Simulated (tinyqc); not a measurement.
# Threshold of a short bulk MOSFET: charge sharing, barrier lowering, narrow width: two studies

n-channel device on a p-type body, depletion approximation, full ionisation. Uniform doping N = Na. Vbi from Boltzmann statistics is rough for the degenerate source. Cox = eps0 eox/tox.

Inputs (values chosen for the exercise); band and dielectric values close to those of silicon: temperature T = 300 K; band gap Eg = 1.13 eV; relative permittivity eps_r = 11.6; conduction-band density of states at T Nc = 2.8e19 cm^-3; valence-band density of states at T Nv = 2.67e19 cm^-3; relative permittivity of the gate insulator (close to silicon dioxide) eox = 3.9; insulator thickness tox = 3.1 nm; channel doping Na = 1.1e17 cm^-3; source and drain doping Nsd = 1e20 cm^-3; flat-band voltage for the doping Na Vfb = -0.99 V; junction depth xj = 110 nm; body-source voltage Vbs = -0.5 V; drain-source voltage Vds = 0.05 V; gate width W = 760 nm; shape factor of the fringing depletion at the width edges xw = 0.7854; channel length L = 280 nm.

Constants: q = 1.602176634e-19 C, kB = 1.380649e-23 J/K, Vt = kB T/q, eps0 = 8.8541878128e-14 F/cm where lengths are in cm. Results are converted to the units shown.

Each table varies one quantity; the others keep the values above.

## Threshold roll-off against channel length

ni = sqrt(Nc Nv) exp(-Eg/(2 Vt)), Eg in volts; 2 pB = 2 Vt ln(N/ni); flat band Vfb - Vt ln(N/Na); Wd = sqrt(2 eps0 eps_r (2 pB - Vbs)/(q N)); body term q N Wd/Cox; long-channel VT0 = flat band + 2 pB + body term; Vbi = Vt ln(N Nsd/ni^2); scale length l = sqrt((eps_r/eox) tox Wd). Charge sharing (trapezoid; it ignores Vds): F = (xj/L)(sqrt(1 + 2 Wd/xj) - 1), lowering = body term times F. Barrier lowering: th = exp(-L/(2 l)) + 2 exp(-L/l), lowering = th [2 (Vbi - 2 pB) + Vds], DIBL = th. Narrow width: rise = body term times xw Wd/W. VT by each model = VT0 - lowering + rise. DIBL under 0.001 mV/V is printed as 0.

The same in every row: N (cm^-3) = 1.100e17; VT0 (V) = 0.05290.

Threshold roll-off against channel length:

| L (nm) | L/l | F | DIBL (mV/V) | VT, charge sharing (V) | VT, barrier lowering (V) |
|---|---|---|---|---|---|
| 160 | 4.709 | 0.5569 | 113.0 | -0.03179 | 0.03309 |
| 220 | 6.475 | 0.4050 | 42.34 | -0.001702 | 0.06150 |
| 320 | 9.418 | 0.2785 | 9.175 | 0.02337 | 0.07484 |
| 470 | 13.83 | 0.1896 | 0.9932 | 0.04097 | 0.07813 |
| 680 | 20.01 | 0.1310 | 0.04509 | 0.05257 | 0.07851 |
| 980 | 28.84 | 0.09093 | 0 | 0.06052 | 0.07853 |
| 1400 | 41.21 | 0.06365 | 0 | 0.06592 | 0.07853 |
| 2000 | 58.86 | 0.04455 | 0 | 0.06970 | 0.07853 |

What does the comparison show?

VT by barrier lowering rises from 0.0331 to 0.0785 V and VT by charge sharing rises from -0.0318 to 0.0697 V. DIBL is under 100 mV/V from L = 220 nm on among the rows (th = 0.1 at L/l = 4.92). For L = 160 F exceeds 0.5: the shares of source and drain overlap, and the trapezoid formula no longer holds.

## Effect of the body-source voltage

Same model as above.

The same in every row: N (cm^-3) = 1.1000e17.

Results:

| Vbs (V) | VT0 (V) | L/l | F | DIBL (mV/V) | VT, charge sharing (V) | VT, barrier lowering (V) |
|---|---|---|---|---|---|---|
| 0 | 0.011816 | 9.2567 | 0.26501 | 9.9618 | -0.013691 | 0.023909 |
| -0.6 | 0.060133 | 8.0946 | 0.32720 | 18.080 | 0.020487 | 0.080395 |
| -0.9 | 0.080444 | 7.7216 | 0.35180 | 21.937 | 0.034320 | 0.10487 |
| -1.2 | 0.099072 | 7.4214 | 0.37366 | 25.658 | 0.046772 | 0.12772 |
| -1.5 | 0.11638 | 7.1717 | 0.39343 | 29.250 | 0.058158 | 0.14930 |
| -1.8 | 0.13261 | 6.9590 | 0.41152 | 32.723 | 0.068692 | 0.16985 |
| -2.1 | 0.14794 | 6.7746 | 0.42825 | 36.085 | 0.078528 | 0.18954 |

Estimate the missing row, Vbs = -0.3 V.

Computed row:

| Vbs (V) | VT0 (V) | L/l | F | DIBL (mV/V) | VT, charge sharing (V) | VT, barrier lowering (V) |
|---|---|---|---|---|---|---|
| -0.3 | 0.037578 | 8.5795 | 0.29887 | 14.084 | 0.0047733 | 0.053730 |

With this row back in the table: As Vbs goes from 0 to -2.1, VT0 rises from 0.0118 to 0.148 V, DIBL rises from 9.96 to 36.1 mV/V, F rises from 0.265 to 0.428 and VT by barrier lowering rises from 0.0239 to 0.190 V. The apparent body effect -dVT/dVbs between the first two rows is 0.0994 by barrier lowering and 0.0615 by charge sharing, against 0.0859 for a long device.

Program tinyqc, `OMP_NUM_THREADS=1 python tinyqc.py 2002001 2002002 out.jsonl`; Intel Xeon 2.30GHz, shared host, one thread, about 0.01 s.
